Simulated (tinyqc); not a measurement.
## Admittance spectroscopy of a deep trap: admittance against temperature

Schottky contact on an n-type layer with shallow donors Nd (all ionised) and a donor-like deep trap, neutral when filled and positive when empty; depletion approximation. Traps within lam of the depletion edge stay filled. The traps at xt = W - lam, where the level crosses the Fermi level, follow a slow signal and not a fast one. w = 2 pi f.

Emission rate en = sn vth(T) Nc(T) exp(-Et/kB T) = sn g T^2 exp(-Et/kB T), g = vth Nc/(300 K)^2, as vth goes as T^0.5 and Nc as T^1.5 (degeneracy factor 1). lam = sqrt(2 eps0 eps_r (EF - ET)/(q Nd)), EF - ET = Et - (kB T/q) ln(Nc(T)/Nd), Nc(T) = Nc (T/300 K)^1.5. In the steady state at the band bending V, 2 eps0 eps_r V/q = Nd W^2 + Nt (W - lam)^2 (the second term only if W > lam). V = Vbi + Vr. C_HF = eps0 eps_r/W, C_LF = eps0 eps_r (Nd + Nt)/(Nd W + Nt xt). Inflection frequency w0 = 2 en [1 + Nt xt/(Nd W)]; C = C_HF + (C_LF - C_HF)/(1 + (w/w0)^2), G/w = (C_LF - C_HF)(w/w0)/(1 + (w/w0)^2).

Inputs (values chosen for the exercise); material values close to those of silicon:
- eps_r = 11.7 (relative permittivity)
- Nc = 2.78e19 cm^-3 (conduction-band density of states at 300 K)
- vth = 2.2e7 cm/s (thermal velocity at 300 K)
- Nd = 4.3e16 cm^-3 (shallow donor density)
- Vbi = 0.77 V (built-in voltage)
- Et = 0.19 eV (depth of the trap below the conduction edge)
- sn = 3.4e-14 cm^2 (capture cross-section)
- Nt = 3.6e16 cm^-3 (trap density)
- Vr = 0 V (reverse bias)
- f = 41000 Hz (signal frequency)

Constants: q = 1.602176634e-19 C, kB = 1.380649e-23 J/K, eps0 = 8.8541878128e-14 F/cm where lengths are in cm. Results are converted to the units shown.

Results:
```
T (K)	w0/(2 pi) (Hz)	C (nF/cm^2)	G/w (nF/cm^2)
105	882.9	75.36	0.4559
110	2523	75.53	1.286
115	6606	76.09	3.265
126	4.251e4	86.36	10.17
131	8.984e4	92.60	7.607
136	1.802e5	95.00	4.310
141	3.452e5	95.62	2.309
146	6.339e5	95.72	1.256
151	1.121e6	95.68	0.7038
156	1.916e6	95.61	0.4073
```

Estimate the missing row, T = 121 K.

Computed row:
```
T (K)	w0/(2 pi) (Hz)	C (nF/cm^2)	G/w (nF/cm^2)
121	1.898e4	79.32	7.834
```

With this row back in the table: G/w goes from 0.456 through a maximum of 10.2 (at T = 126 K among the rows listed) to 0.407 nF/cm^2, where w0 passes the signal: w0/(2 pi) rises from 883 to 1.92e6 Hz. C goes from 75.4 through a maximum of 95.7 (at T = 146 K among the rows listed) to 95.6 nF/cm^2. In 1 of the 11 rows T is below 110 K, where shallow donors begin to freeze out; the model keeps them ionised.

Computed by the program tinyqc: `OMP_NUM_THREADS=1 python tinyqc.py 2050018 2050019 out.jsonl`, one thread of a shared Intel Xeon 2.30GHz, about 0.01 s for the whole run.
